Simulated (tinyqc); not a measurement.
# Changing the back recombination velocity S_b

Model: surface photovoltage measurement of the minority-carrier diffusion length in a wafer. Computed by tinyqc, a small Python program. Command: `OMP_NUM_THREADS=1 python tinyqc.py 3130256 3130257 out.jsonl spv sweep`. One thread of a shared host (Intel(R) Xeon(R) Processor @ 2.30GHz), about 0.02 s of CPU time with the checks.

Low injection, steady light, a depletion layer much thinner than 1/alpha and L. The excess density dn is taken at the front edge of the neutral region; light that reaches the back is lost.

Inputs (values chosen for the exercise, modelled on p-type silicon at room temperature):
```
quantity                                              value               unit
diffusion length L                                       29         micrometre
wafer thickness W                                       625         micrometre
diffusivity D                                          31.2             cm^2/s
front recombination velocity S_f                      57000               cm/s
photon flux entering                                2.5e+11         1/(cm^2 s)
minority density at the surface barrier scale n_0   2.7e+08             1/cm^3
temperature T                                           298                  K
wavelength                                              961                 nm
relative noise of each reading                          0.5                  %
diffusion length after pair splitting over L           0.66                  -
iron factor C                                      1.08e+16  micrometre^2/cm^3
```

normal deviates g for the noise: -0.99  -0.90  0.15  -1.18  -1.14  -0.76  -0.93

Constants: k_B = 8.617333262e-05 eV/K.

Method:
- alpha = (84.732/lambda - 76.417)^2 per cm with lambda in micrometre (an empirical fit for silicon between 0.7 and 1.05 micrometre).
- Thick wafer: dn = Phi L/((S_f + D/L)(L + 1/alpha)). Finite wafer, with s = S_b L/D, w = W/L, a = alpha L: dn = [Phi a/(a^2 - 1)] [a - B - exp(-alpha W)(a - s)/(cosh w + s sinh w)]/(S_f + B D/L), B = (sinh w + s cosh w)/(cosh w + s sinh w).
- Photovoltage V = (k_B T/e) ln(1 + dn/n_0). Lifetime = L^2/D.
- Readings y = (Phi/dn) (1 + noise x g) at 780, 830, 880, 920, 950, 975 and 995 nm; a least-squares line y = c (1/alpha + L_app) gives L_app = intercept/slope.
- Splitting iron-boron pairs in boron-doped silicon shortens L; with nothing else changing, [Fe] = C (1/L_after^2 - 1/L^2). It is evaluated with the true lengths and with the apparent ones (without noise), which differ when the wafer is not thick against L.

One run for each value; columns: (1) back recombination velocity S_b (cm/s); (2) apparent length L_app (micrometre); (3) B; (4) dn, finite wafer (1/cm^3); (5) bias, apparent over true less 1 (rounded to 0.001) (%):
```
(1)          (2)  (3)         (4)  (5)
1.00e+00  29.057    1  1.0553e+06    0
1.00e+01  29.057    1  1.0553e+06    0
1.00e+02  29.057    1  1.0553e+06    0
1.00e+03  29.057    1  1.0553e+06    0
1.00e+04  29.057    1  1.0553e+06    0
1.00e+05  29.057    1  1.0553e+06    0
1.00e+06  29.057    1  1.0553e+06    0
1.00e+07  29.057    1  1.0553e+06    0
```

Over the rows, apparent length L_app (micrometre) does not change; B does not change; dn, finite wafer (1/cm^3) does not change.

Extremes, crossings and ranges named in words are read from the listed rows.
